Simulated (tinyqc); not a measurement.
From results back to parameters: propagation of a band-gap error through k.p and effective-mass formulas. Three cases, with inputs chosen for the exercise.

Problem. A calculation returned the electron mass below. With 1/me = 1 + Ep (E + 2 Dso/3)/(E (E + Dso)) and the given Ep and Dso, which gap E did it have, and by what factor is exp(-E/2kT) off against the gap Eg?

Constants: kB = 8.617333262e-05 eV/K.

Case 1.

Values chosen (reference values near those of InP, gap at low temperature; shifted at random, so the results belong to these values and not to a real crystal): Eg = 1.427 eV (gap at Gamma to the s-like level); Dso = 0.109 eV (spin-orbit splitting); Ep = 20.4 eV (Kane energy); T = 300 K (temperature).

me = 0.0320119 m0

Case 2.

Values chosen (reference values near those of GaSb, gap at low temperature; shifted at random, so the results belong to these values and not to a real crystal): Eg = 0.802 eV (gap at Gamma to the s-like level); Dso = 0.756 eV (spin-orbit splitting); Ep = 26.8 eV (Kane energy); T = 77 K (temperature).

me = 0.0713564 m0

Case 3.

Values chosen (reference values near those of InAs, gap at low temperature; shifted at random, so the results belong to these values and not to a real crystal): Eg = 0.417 eV (gap at Gamma to the s-like level); Dso = 0.387 eV (spin-orbit splitting); Ep = 21.5 eV (Kane energy); T = 300 K (temperature).

me = 0.0141668 m0

Find: X = 1/me - 1; E; log10 of the factor.
Solution. X E^2 + (X Dso - Ep) E - (2/3) Ep Dso = 0 has one positive root; the factor is exp((Eg - E)/2kT).

Case 1.

X = 1/me - 1 = 30.238
E = 0.642 eV
log10 of the factor = 6.59

Case 2.

X = 1/me - 1 = 13.014
E = 1.861 eV
log10 of the factor = -34.66

Case 3.

X = 1/me - 1 = 69.587
E = 0.246 eV
log10 of the factor = 1.44

Computed by tinyqc, one run a case: `OMP_NUM_THREADS=1 python tinyqc.py N N+1 out.jsonl` with N = 1880646, 1880651, 1880686; one thread of a shared Intel(R) Xeon(R) Processor @ 2.30GHz, about 0.01 s a run at most.
